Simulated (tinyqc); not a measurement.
Worked calculation: Hubbard chain of 2 sites. One step of it, computed by the program tinyqc.

Question. The many-body Hamiltonian. Basis: all placements (u, d, 2, 0 on each site), up operators ordered before down ones; hops carry the sign of the same-spin electrons passed.

one-body matrix (hopping and site energies) (eV), order 1, 2:
$$\begin{pmatrix}
-0.500000 & -0.780000 \\
-0.780000 & 0.310000
\end{pmatrix}$$

U = 4.800000 eV

electrons, up and down: [1, 1]

Give: H.

Answer.

H (eV), order 20, ud, du, 02:
$$\begin{pmatrix}
3.800 & -0.780 & -0.780 & 0.000 \\
-0.780 & -0.190 & 0.000 & -0.780 \\
-0.780 & 0.000 & -0.190 & -0.780 \\
0.000 & -0.780 & -0.780 & 5.420
\end{pmatrix}$$
